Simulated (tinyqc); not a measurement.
Inside a calculation. Method: Hubbard ring of 3 sites. One step of it, computed by the program tinyqc.

Question. The many-body Hamiltonian. Basis: all placements (u, d, 2, 0 on each site), up operators ordered before down ones; hops carry the sign of the same-spin electrons passed.

one-body matrix (hopping and site energies) (eV), order 1, 2, 3:
```
[[0.000000, -1.460000, -1.460000],
 [-1.460000, 0.000000, -1.460000],
 [-1.460000, -1.460000, 0.000000]]
```

U = 5.700000 eV

electrons, up and down: [2, 1]

Give: H.

Answer.

H (eV), order 2u0, u20, uud, 20u, udu, u02, duu, 02u, 0u2:
```
[[5.7000, -1.4600, -1.4600, -1.4600, 0.0000, 0.0000, 1.4600, 0.0000, 0.0000],
 [-1.4600, 5.7000, -1.4600, 0.0000, -1.4600, 0.0000, 0.0000, 1.4600, 0.0000],
 [-1.4600, -1.4600, 0.0000, 0.0000, 0.0000, -1.4600, 0.0000, 0.0000, 1.4600],
 [-1.4600, 0.0000, 0.0000, 5.7000, -1.4600, -1.4600, -1.4600, 0.0000, 0.0000],
 [0.0000, -1.4600, 0.0000, -1.4600, 0.0000, -1.4600, 0.0000, -1.4600, 0.0000],
 [0.0000, 0.0000, -1.4600, -1.4600, -1.4600, 5.7000, 0.0000, 0.0000, -1.4600],
 [1.4600, 0.0000, 0.0000, -1.4600, 0.0000, 0.0000, 0.0000, -1.4600, -1.4600],
 [0.0000, 1.4600, 0.0000, 0.0000, -1.4600, 0.0000, -1.4600, 5.7000, -1.4600],
 [0.0000, 0.0000, 1.4600, 0.0000, 0.0000, -1.4600, -1.4600, -1.4600, 5.7000]]
```
